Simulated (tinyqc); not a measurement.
From results back to parameters: sp3s* tight binding. Five cases, with inputs chosen for the exercise.

Problem. Without spin-orbit coupling the s levels at Gamma are the roots of [[Esa, Vss], [Vss, Esc]], the p levels those of [[Epa, Vxx], [Vxx, Epc]], and the doubly degenerate valence level at X is the lower root of [[Epa, Vxy], [Vxy, Epc]]. The atomic differences are given; the levels below come from hidden parameters.

Case 1.

Values chosen (out of a larger set: near a published set for GaP, fitted to gaps, whose masses and valley positions are rough; not measured data): dEs = 5.768 eV (Esc - Esa); dEp = 3.021 eV (Epc - Epa).

s levels at Gamma (eV): -13.22098  3.00298

p levels at Gamma (eV): 0.00939  5.25961

valence level X5 = -2.66148 eV

Case 2.

Values chosen (out of a larger set: near a published set for GaSb, fitted to gaps, whose masses and valley positions are rough; spin-orbit coupling, where it is added without a refit, lifts the valence top and shrinks all gaps by about a third of the splitting; not measured data): dEs = 3.434 eV (Esc - Esa); dEp = 2.077 eV (Epc - Epa).

s levels at Gamma (eV): -11.97766  0.76766

p levels at Gamma (eV): -0.00391  3.78091

valence level X5 = -2.39529 eV

Case 3.

Values chosen (out of a larger set: near a published set for SiC, fitted to gaps, whose masses and valley positions are rough; spin-orbit coupling, where it is added without a refit, lifts the valence top and shrinks all gaps by about a third of the splitting; not measured data): dEs = 3.609 eV (Esc - Esa); dEp = 2.23 eV (Epc - Epa).

s levels at Gamma (eV): -19.21468  5.92968

p levels at Gamma (eV): 0.00054  6.46346

valence level X5 = -2.80683 eV

Case 4.

Values chosen (out of a larger set: near a published set for GaP, fitted to gaps, whose masses and valley positions are rough; spin-orbit coupling, where it is added without a refit, lifts the valence top and shrinks all gaps by about a third of the splitting; not measured data): dEs = 5.928 eV (Esc - Esa); dEp = 2.986 eV (Epc - Epa).

s levels at Gamma (eV): -13.19840  2.85240

p levels at Gamma (eV): 0.00976  5.22024

valence level X5 = -2.75089 eV

Case 5.

Values chosen (out of a larger set: near a published set for GaAs, fitted to gaps, whose masses and valley positions are rough; not measured data): dEs = 5.63 eV (Esc - Esa); dEp = 2.606 eV (Epc - Epa).

s levels at Gamma (eV): -12.49895  1.54495

p levels at Gamma (eV): 0.00988  4.69212

valence level X5 = -2.88085 eV

Find: Esa, Esc, Epa, Epc; |Vss|, |Vxx|, |Vxy|.

Solution. The mean of a pair of roots is the mean of the two levels, which with the given difference fixes both; half the splitting, squared, less a quarter of the squared difference is V^2. At X the lower root lies sqrt((dEp/2)^2 + Vxy^2) below the mean p level.

Case 1.

Esa, Esc, Epa, Epc (eV): -7.993  -2.225  1.124  4.145

|Vss|, |Vxx|, |Vxy| (eV): 7.582  2.147  5.076

Case 2.

Esa, Esc, Epa, Epc (eV): -7.322  -3.888  0.850  2.927

|Vss|, |Vxx|, |Vxy| (eV): 6.137  1.582  4.156

Case 3.

Esa, Esc, Epa, Epc (eV): -8.447  -4.838  2.117  4.347

|Vss|, |Vxx|, |Vxy| (eV): 12.442  3.033  5.935

Case 4.

Esa, Esc, Epa, Epc (eV): -8.137  -2.209  1.122  4.108

|Vss|, |Vxx|, |Vxy| (eV): 7.458  2.135  5.154

Case 5.

Esa, Esc, Epa, Epc (eV): -8.292  -2.662  1.048  3.654

|Vss|, |Vxx|, |Vxy| (eV): 6.433  1.945  5.067

Computed by tinyqc, one run a case: `OMP_NUM_THREADS=1 python tinyqc.py N N+1 out.jsonl` with N = 1481755, 1481782, 1482004, 1482016, 1482019; one thread of a shared Intel(R) Xeon(R) Processor @ 2.30GHz, about 0.2 s a run at most.
